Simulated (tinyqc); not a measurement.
# Short-channel transistor, virtual-source model with series resistance, step by step

Computed by the program tinyqc: `OMP_NUM_THREADS=1 python tinyqc.py 2380086 2380087 out.jsonl`, one thread of a shared Intel Xeon 2.30GHz, about 0.01 s for the whole run. Printed values are rounded.

The current per gate width is the charge at the top of the source barrier (the virtual source) times its velocity times a saturation function; al and be are fitting constants of the model. Units: I in uA/um, Rs in ohm um, so I Rs = 1e-6 I Rs in volts; Q in uC/cm^2, so I = 1e-4 Q vx0 Fsat with vx0 in cm/s.

Inputs (values chosen for the exercise): temperature T = 300 K; inversion capacitance Cinv = 3.11 uF/cm^2; velocity at the virtual source vx0 = 1.48e7 cm/s; apparent mobility mu = 570 cm^2/(V s); channel length L = 90 nm; threshold at zero drain voltage VT0 = 0.43 V; drain-induced barrier lowering dl = 0.125 V/V; subthreshold factor n0 = 1.11; growth of n with drain voltage nd = 0.1 1/V; threshold shift (in units of Vt) from weak to strong inversion al = 3.5; sharpness of saturation be = 1.8; series resistance of each contact Rs = 90 ohm um; gate voltage Vgs = 0.7 V; drain voltage Vds = 0.7 V.

Constants: q = 1.602176634e-19 C, kB = 1.380649e-23 J/K, Vt = kB T/q. Results are converted to the units shown.

## Iteration 1: current through the series resistance

I at the start = 0 uA/um

Intrinsic voltages Vg' = Vgs - I Rs, Vd' = Vds - 2 I Rs. n = n0 + nd Vd', VT = VT0 - dl Vd', Ff = 1/(1 + exp((Vg' - VT + al Vt/2)/(al Vt))), Q = Cinv n Vt ln(1 + exp((Vg' - VT + al Vt Ff)/(n Vt))), Vdsat = (vx0 L/mu)(1 - Ff) + Vt Ff, Fsat = u/(1 + u^be)^(1/be) with u = Vd'/Vdsat, and I(out) = Q vx0 Fsat per width. (Fsat takes the sign of u.) I(new) = I + 0.5 (I(out) - I).

Vg' = 0.7 V
Vd' = 0.7 V
VT = 0.3425 V
Ff = 0.01153164
Q = 1.115071 uC/cm^2
Vdsat = 0.2312876 V
Fsat = 0.9315019
I(out) = 1537.262 uA/um
I after iteration 1 = 768.6310 uA/um

## Iteration 2: current through the series resistance

As before.

Vg' = 0.6308232 V
Vd' = 0.5616464 V
VT = 0.3597942 V
Ff = 0.02944364
Q = 0.8511963 uC/cm^2
Vdsat = 0.2275649 V
Fsat = 0.9050639
I(out) = 1140.173 uA/um
I after iteration 2 = 954.4020 uA/um

## Course of the iteration: current through the series resistance

Stop when I changes by less than 1e-7 uA/um, or after 80 iterations.

Course of the iteration:

| iteration | I (uA/um) | \|change\| (uA/um) |
|---|---|---|
| 1 | 768.6310 | 769 |
| 2 | 954.4020 | 186 |
| 3 | 1000.235 | 45.8 |
| 4 | 1011.625 | 11.4 |
| 5 | 1014.461 | 2.84 |
| 6 | 1015.168 | 0.707 |
| 7 | 1015.344 | 0.176 |
| 8 | 1015.388 | 0.0439 |
| 9 | 1015.399 | 0.0109 |
| 10 | 1015.401 | 2.72e-3 |
| 11 | 1015.402 | 6.79e-4 |
| 12 | 1015.402 | 1.69e-4 |
| 13 | 1015.402 | 4.21e-5 |
| 14 | 1015.402 | 1.05e-5 |
| 15 | 1015.402 | 2.62e-6 |
| 16 | 1015.402 | 6.52e-7 |
| 17 | 1015.402 | 1.62e-7 |
| 18 | 1015.402 | 4.05e-8 |

Converged in 18 iterations. At the end each change is about 0.25 times the one before: linear convergence.

## What the series resistance costs

converged I = 1015.402 uA/um
I0 = 1537.262 uA/um

Intrinsic voltages Vg' = Vgs - I Rs, Vd' = Vds - 2 I Rs. n = n0 + nd Vd', VT = VT0 - dl Vd', Ff = 1/(1 + exp((Vg' - VT + al Vt/2)/(al Vt))), Q = Cinv n Vt ln(1 + exp((Vg' - VT + al Vt Ff)/(n Vt))), Vdsat = (vx0 L/mu)(1 - Ff) + Vt Ff, Fsat = u/(1 + u^be)^(1/be) with u = Vd'/Vdsat, and I = Q vx0 Fsat per width. I0 is the current for Rs = 0. Effective velocity I/Q; transit time L Q/I.

loss against I0 = 33.94735 %
effective velocity = 1.322605e7 cm/s
transit time = 0.6804754 ps

The carriers leave the virtual source at 89.4 % of vx0: the device is in saturation.
